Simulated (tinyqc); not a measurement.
Adding salt: a particle near a wafer in liquid: double-layer and van der Waals forces (DLVO), deposition barrier and removal. Computed by tinyqc, a small Python program. Command: `OMP_NUM_THREADS=1 python tinyqc.py 3114309 3114310 out.jsonl dlvo walk`. One thread of a shared host (Intel(R) Xeon(R) Processor @ 2.30GHz), about 0.01 s of CPU time with the checks.

Sphere and flat wall, Derjaguin approximation, constant potentials in the linear-superposition form, no retardation and no hydration force.

Inputs (values chosen for the exercise, of the order of those for alumina on silica in water): particle radius R = 240 nm; Hamaker constant A = 1.1e-20 J; potential of the particle psi_1 = -50 mV; potential of the wafer psi_2 = -15 mV; salt concentration c = 0.0015 mol/L; valence z of the symmetric salt = 1; temperature T = 323 K; dielectric constant of the liquid = 69.9.

Constants: e = 1.602176634e-19 C; N_A = 6.02214076e+23 1/mol; eps_0 = 8.8541878128e-12 F/m; k_B = 1.380649e-23 J/K; k_B = 8.617333262e-05 eV/K.

Method:
- kappa^2 = 2 z^2 e^2 N_A (1000 c)/(eps eps_0 k_B T); gamma_i = tanh(z e psi_i/(4 k_B T)); Z = 64 pi eps eps_0 (k_B T/(z e))^2 gamma_1 gamma_2.
- The barrier height is zero when U = 0 and F = 0 together: kappa h = 1 and kappa = 6 Z/(e A), e = 2.718282 here; c follows from kappa^2, with the potentials held fixed.
- U(h) = Z R exp(-kappa h) - A R/(6 h); F(h) = -dU/dh = kappa Z R exp(-kappa h) - A R/(6 h^2), positive for repulsion.
- F = 0 reads x^2 exp(-x) = y with x = kappa h and y = A kappa/(6 Z); the left side peaks at x = 2 with 4/e^2 = 0.5413, so roots exist for smaller y: x < 2 is the barrier, x > 2 the secondary minimum.
- kappa scales as sqrt(c); potentials are held fixed. A dash marks rows without a maximum.

critical concentration = 0.106269 mol/L

kappa = 0.129626 1/nm

Z = 5.43731 pN

Against the concentration:
```
c (mol/L)  Debye length (nm)  barrier at (nm)  barrier (k_B T)  minimum at (nm)  minimum (k_B T)
1.06e-05              91.770           5.7393           257.69       9.4190e+02      -9.4546e-02
1.06e-04              29.020           3.3118           231.27       2.5555e+02      -3.4224e-01
1.06e-03               9.177           1.9570           186.01       6.6734e+01      -1.2752e+00
5.31e-03               4.100           1.3936           137.51       2.5101e+01      -3.2886e+00
2.13e-02               2.047           1.0822            81.31       1.0313e+01      -7.6681e+00
5.31e-02               1.297           0.9559            36.78       5.4878e+00      -1.3731e+01
9.56e-02               0.966           0.9177             5.69       3.5107e+00      -2.0368e+01
1.59e-01               0.749           0.9432           -21.50       2.2383e+00      -2.9324e+01
3.19e-01               0.529                -                -                -                -
```

At low salt the barrier tends to Z R = 293 k_B T; it is half of that between 0.0011 and 0.0053 mol/L and changes sign at 0.11 mol/L, while the secondary minimum deepens to -20 k_B T at 0.9 of that.

Extremes, crossings and ranges named in words are read from the listed rows.
